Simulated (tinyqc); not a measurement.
Shallow acceptor in the spherical model (Baldereschi-Lipari), strong spin-orbit limit. Inputs raised by 5 %, one at a time. Computed by tinyqc, a small Python program. Command: `OMP_NUM_THREADS=1 python tinyqc.py 3023355 3023356 out.jsonl acceptor sens`. One thread of a shared host (Intel(R) Xeon(R) Processor @ 2.30GHz), about 0.03 s of CPU time with the checks.

The 1S(3/2) state has an s envelope f(r) and a d envelope g(r). In effective units they obey -(f'' + 2f'/r + 2f/r) + mu (g'' + 5g'/r + 3g/r^2) = E f and -(g'' + 2g'/r - 6g/r^2 + 2g/r) + mu (f'' - f'/r) = E g. The cubic term, the split-off band and the central cell are left out.

Inputs (values chosen for the exercise, modelled on InP):

| quantity | value | unit |
|---|---|---|
| Luttinger gamma_1 | 4.99 | - |
| Luttinger gamma_2 | 1.59 | - |
| Luttinger gamma_3 | 2.11 | - |
| dielectric constant eps | 12.4 | - |
| spin-orbit gap Delta_so | 106 | meV |

Constants: Ry = 13.605693123 eV; a_0 = 0.529177210903 angstrom.

Method:
- Ry* = Ry/(gamma_1 eps^2), a* = a_0 eps gamma_1, mu = (6 gamma_3 + 4 gamma_2)/(5 gamma_1), delta = (gamma_3 - gamma_2)/gamma_1; spherical masses 1/(gamma_1 (1 - mu)) (heavy) and 1/(gamma_1 (1 + mu)) (light).
- Basis: f_i = exp(-zeta_i r), g_i = r exp(-zeta_i r), weight r^2 dr, s = zeta_i + zeta_j. S_ff = 2/s^3, H_ff = zeta_i zeta_j S_ff - 2/s^2; S_gg = 24/s^5, H_gg = 8/s^3 + 24 zeta_i zeta_j/s^5 - 12/s^4; H(f_i, g_j) = mu (6 zeta_i^2/s^4 + 2 zeta_i/s^3); S_fg = 0. Each function is normalised by sqrt(S_ii).
- Large basis: zeta_i = 0.08 x 1.55^(i-1), i = 1..20 in each channel; overlap eigenvalues below 1e-11 are dropped.
- Binding energies are -E Ry*; the mass that fits is E(1S) eps^2/Ry.

Runs:

| input moved | from | to | 1S(3/2) binding energy (meV) | d weight of 1S(3/2) | heavy-hole mass (m_0) | light-hole mass (m_0) |
|---|---|---|---|---|---|---|
| base run | - | - | 39.63 | 0.2684 | 0.8432 | 0.1137 |
| Luttinger gamma_1 | 4.99 | 5.2395 | 33.67 | 0.2414 | 0.6966 | 0.1106 |
| Luttinger gamma_2 | 1.59 | 1.6695 | 41.47 | 0.2783 | 0.8909 | 0.1129 |
| Luttinger gamma_3 | 2.11 | 2.2155 | 43.51 | 0.2883 | 0.9439 | 0.1121 |
| dielectric constant eps | 12.4 | 13.02 | 35.95 | 0.2684 | 0.8432 | 0.1137 |

Exponents ln(y'/y) / ln(x'/x):

| input | 1S(3/2) binding energy | d weight of 1S(3/2) | heavy-hole mass | light-hole mass |
|---|---|---|---|---|
| Luttinger gamma_1 | -3.345 | -2.171 | -3.913 | -0.573 |
| Luttinger gamma_2 | 0.929 | 0.742 | 1.130 | -0.148 |
| Luttinger gamma_3 | 1.914 | 1.467 | 2.314 | -0.293 |
| dielectric constant eps | -2.000 | 0.000 | 0.000 | 0.000 |

Among the inputs moved here: 1S(3/2) binding energy answers most in size to Luttinger gamma_1 (exponent -3.345), next to dielectric constant eps (-2.000). Its exponent -2.000 in dielectric constant eps: Ry* scales as 1/eps^2. d weight of 1S(3/2) answers most in size to Luttinger gamma_1 (exponent -2.171), next to Luttinger gamma_3 (+1.467); its exponent is below 0.0005 for dielectric constant eps. Heavy-hole mass answers most in size to Luttinger gamma_1 (exponent -3.913), next to Luttinger gamma_3 (+2.314); its exponent is below 0.0005 for dielectric constant eps. Light-hole mass answers most in size to Luttinger gamma_1 (exponent -0.573), next to Luttinger gamma_3 (-0.293); its exponent is below 0.0005 for dielectric constant eps.

Caution (all rows): the binding exceeds a fifth of the spin-orbit gap Delta_so, so the split-off band, left out, matters.
